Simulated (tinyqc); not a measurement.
Angle series: uniform film or islands? Model: X-ray photoelectron analysis of a thin oxide on a semiconductor: attenuation lengths, thickness, angle series and band offsets. Computed by tinyqc, a small Python program. Command: `OMP_NUM_THREADS=1 python tinyqc.py 3112141 3112142 out.jsonl xps walk`. One thread of a shared host (Intel(R) Xeon(R) Processor @ 2.30GHz), about 0.01 s of CPU time with the checks.

The same element is seen in the oxide and in the substrate, at nearly the same kinetic energy; films are flat and uniform, and the work function is ignored.

Inputs (values chosen for the exercise, modelled on SiO2 on 4H-SiC):
```
quantity,value,unit
photon energy,2000,eV
binding energy of the core level,100.5,eV
oxide density,2.13,g/cm^3
oxide formula mass,60.08,g/mol
valence electrons per oxide formula,16,-
oxide gap,8.9,eV
substrate density,3.21,g/cm^3
substrate formula mass,40.1,g/mol
valence electrons per substrate formula,8,-
substrate gap,3.26,eV
oxide thickness d,0.58,nm
emission angle from the normal,15,degrees
attenuation length over inelastic mean free path,0.87,-
carbon overlayer,0.57,nm
```

Method:
- TPP-2M: lambda = E/(E_p^2 [b ln(c E) - C/E + D/E^2]) in angstrom, E_p = 28.8 sqrt(N_v rho/M), b = -0.10 + 0.944/sqrt(E_p^2 + E_g^2) + 0.069 rho^0.1, c = 0.191/sqrt(rho), U = N_v rho/M, C = 1.97 - 0.91 U, D = 53.4 - 20.8 U, with E = photon energy less binding energy in eV.
- Attenuation length L = factor x lambda.
- R_0 = (rho_o/M_o) L_o/((rho_s/M_s) L_s); peak ratio R = I_ox/I_sub = R_0 [exp(d/(L_o cos theta)) - 1]; hence d = L_o cos theta ln(1 + R/R_0). A carbon layer weakens both peaks alike, by exp(-d_C/(L_o cos theta)) if its L is taken equal to L_o. This R_0 leaves out intrinsic losses from the substrate peak, so calibrated values can be larger.
- Islands: half of the surface carries 2 d and half none, R = R_0 (1/2)(1 - t)/(1/2 + t/2) with t = exp(-2 d/(L_o cos theta)); the apparent thickness is read with the uniform formula.

R_0 = 0.594255

L in the oxide = 4.37776 nm

Against the angle:
```
theta (degrees),"R, uniform","R, islands","apparent d, islands (nm)"
0,0.08419,0.07827,0.54169
20,0.08998,0.08323,0.53925
35,0.10432,0.09528,0.53330
45,0.12246,0.11006,0.52598
55,0.15441,0.13487,0.51360
65,0.21880,0.18042,0.49054
75,0.39723,0.28014,0.43761
```

A uniform film gives d = 0.58 nm at every angle. The island film of the same volume reads 0.542 nm at normal emission and 0.438 nm at 75 degrees; its ratio cannot pass R_0, since the bare half always shows the substrate.

Extremes, crossings and ranges named in words are read from the listed rows.
